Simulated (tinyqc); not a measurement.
## Diffused layer (complementary error function), carriers, mobility and sheet resistance with incomplete ionisation: effect of the temperature

An n-type layer from the surface x = 0 to the junction xj, N(x) = N0 erfc(x/Ld). Local neutrality (no depletion at surface or junction, no spilling of carriers), intrinsic carriers neglected, Boltzmann statistics.

NB is given at 400 K and scales as (T/400 K)^1.5. erfc(xj/Ld) = Nb/N0. Active dopant A = min(N, Ns); n solves n (n + Nb)/(A - Nb - n) = K, K = (NB/gd) exp(-E/Vt), E = max(Ei - ks A^(1/3), 0), so n = 2 K (A - Nb)/[Nb + K + sqrt((Nb + K)^2 + 4 K (A - Nb))]; mobility mu = m1 + (m2 (T/300 K)^(-bt) - m1)/(1 + ((A + Nb)/Nr)^am). Dose = integral of N, carrier sheet density = integral of n, 1/Rs = q integral of n mu, mean mobility 1/(q Rs sheet density), Hall mobility (unit Hall factor) = integral of n mu^2 over integral of n mu, Hall sheet density = (integral of n mu)^2/integral of n mu^2; all from 0 to xj. Integrals on 4000 steps.

Values chosen for this exercise; values close to those of nitrogen in 4H silicon carbide over a p-type background:
```
symbol    value        unit                                                         meaning
Nb       1.1e14       cm^-3                          background doping of the opposite type
N0       3.4e17       cm^-3                                     peak chemical concentration
m1         39.8  cm^2/(V s)                                   mobility limit at high doping
m2          988  cm^2/(V s)                          mobility limit at low doping, at 300 K
Nr      1.92e17       cm^-3                            reference doping of the mobility law
am        0.593                                                exponent of the mobility law
bt          2.2                                                  temperature exponent of m2
Ns      5.09e19       cm^-3                               solubility limit of active dopant
NB      2.57e19       cm^-3  conduction-band density of states at the reference temperature
Ei       0.0602          eV                           ionisation energy in the dilute limit
gd            2                                              degeneracy factor of the level
ks       1.4e-8       eV cm                                      lowering of Ei per N^(1/3)
Ld          150          nm                                    diffusion length 2 sqrt(D t)
```

Constants: q = 1.602176634e-19 C, kB = 1.380649e-23 J/K, Vt = kB T/q. Results are converted to the units shown.

The same in every row: xj (nm) = 381.4; dose (cm^-2) = 2.877e12.

Results:
```
T (K)  carriers (cm^-2)  Rs (ohm/square)  mean mobility (cm^2/(V s))  Rs xj (ohm nm)  Hall/true sheet density
150            1.232e12             2037                        2488         7.769e5                   0.9559
200            1.893e12             2524                        1306         9.624e5                   0.9608
250            2.288e12             3416                       798.5         1.303e6                   0.9641
350            2.629e12             6130                       387.4         2.338e6                   0.9690
400            2.701e12             7885                       293.1         3.007e6                   0.9714
450            2.746e12             9871                       230.3         3.765e6                   0.9739
500            2.776e12          1.206e4                       186.4         4.600e6                   0.9764
550            2.796e12          1.443e4                       154.7         5.503e6                   0.9789
```

Estimate the missing row, T = 300 K.

Computed row:
```
T (K)  carriers (cm^-2)  Rs (ohm/square)  mean mobility (cm^2/(V s))  Rs xj (ohm nm)  Hall/true sheet density
300            2.506e12             4631                       537.8         1.766e6                   0.9667
```

With this row back in the table: As T goes from 150 to 550, xj stays at 381 nm, Rs rises from 2040 to 14400 ohm/square, the mean mobility falls from 2490 to 155 cm^2/(V s) and the share of the dose that conducts rises from 42.8 to 97.2 %.

Program tinyqc, `OMP_NUM_THREADS=1 python tinyqc.py 2110133 2110134 out.jsonl`; Intel Xeon 2.30GHz, shared host, one thread, about 0.02 s.
